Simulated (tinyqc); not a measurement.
Changing the speed of oxidation: dopant redistribution at a moving silicon-oxide interface during parabolic oxidation. Computed by tinyqc, a small Python program. Command: `OMP_NUM_THREADS=1 python tinyqc.py 3027831 3027832 out.jsonl segox sweep`. One thread of a shared host (Intel(R) Xeon(R) Processor @ 2.30GHz), about 0.01 s of CPU time with the checks.

Uniformly doped silicon is oxidised with x_ox = sqrt(B t); the interface advances into the silicon by alpha x_ox, alpha = 0.44. The dopant does not move in the oxide, and at the interface C(silicon) = m C(oxide).

Inputs (values chosen for the exercise, modelled on phosphorus in silicon under dry oxygen):

| quantity | value | unit |
|---|---|---|
| dopant prefactor D0 | 4.19 | cm^2/s |
| dopant activation energy E | 3.68 | eV |
| oxidation activation energy E_B | 1.23 | eV |
| segregation coefficient m = C(silicon)/C(oxide) | 6 | - |
| bulk doping C_B | 1e+16 | 1/cm^3 |
| temperature T | 975 | C |
| time t | 10 | h |

Constants: k_B = 8.617333262e-05 eV/K.

Method:
- D = D0 exp(-E/(k_B T)), converted with 1 cm^2/s = 3.6e11 um^2/h; B = B0 exp(-E_B/(k_B T)); s = alpha sqrt(B/(4 D)), the interface advance over 2 sqrt(D t).
- Temperatures in kelvin are T(C) + 273.15.
- With the dopant diffusivity D and s = alpha x_ox/(2 sqrt(D t)), in the silicon C = C_B + (C_s - C_B) erfc(y/(2 sqrt(D t)))/erfc(s), y from the original surface. Dopant balance at the interface gives C_s/C_B = 1/[1 + (1/(m alpha) - 1) g], g = sqrt(pi) s exp(s^2) erfc(s).
- Consumed silicon held alpha x_ox C_B; the oxide holds x_ox times the dopant concentration in the oxide; the difference is the excess in the silicon; 1 um = 1e-4 cm.

One run for each value:

| oxidation prefactor B0 (um^2/h) | ratio C_s/C_B | s | excess in the silicon (1/cm^2) |
|---|---|---|---|
| 26 | 1.089 | 0.081 | 1.370e+10 |
| 61 | 1.135 | 0.124 | 2.036e+10 |
| 140 | 1.203 | 0.187 | 2.945e+10 |
| 330 | 1.308 | 0.288 | 4.192e+10 |
| 780 | 1.459 | 0.442 | 5.712e+10 |
| 1800 | 1.659 | 0.672 | 7.208e+10 |
| 4300 | 1.912 | 1.038 | 8.266e+10 |
| 10000 | 2.163 | 1.583 | 8.259e+10 |
| 24000 | 2.375 | 2.452 | 7.112e+10 |

Over the rows, ratio C_s/C_B rises from 1.09 to 2.37 (exponent d ln y / d ln x 0.049 between the first rows and 0.11 between the last); s rises from 0.0807 to 2.45 (exponent d ln y / d ln x about 0.50 throughout); excess in the silicon (1/cm^2) goes from 1.37e10 through a maximum among these rows, 8.27e10 at 4300, to 7.11e10. The exponent of s stays at 0.50: s scales as sqrt(B/D). The last row stands at 90 % of the limit m alpha = 2.640.

Caution (rows 26.0, 61.0, 140, 330, 780, 1800): in this case the oxide is not much thicker than a typical Deal-Grove length A, so real growth is slower than parabolic. Caution (all rows): parabolic growth needs an oxide much thicker than the Deal-Grove length A, which fails for thin films and low temperatures; oxidation-enhanced or retarded diffusion is ignored.

Extremes, crossings and ranges named in words are read from the listed rows.
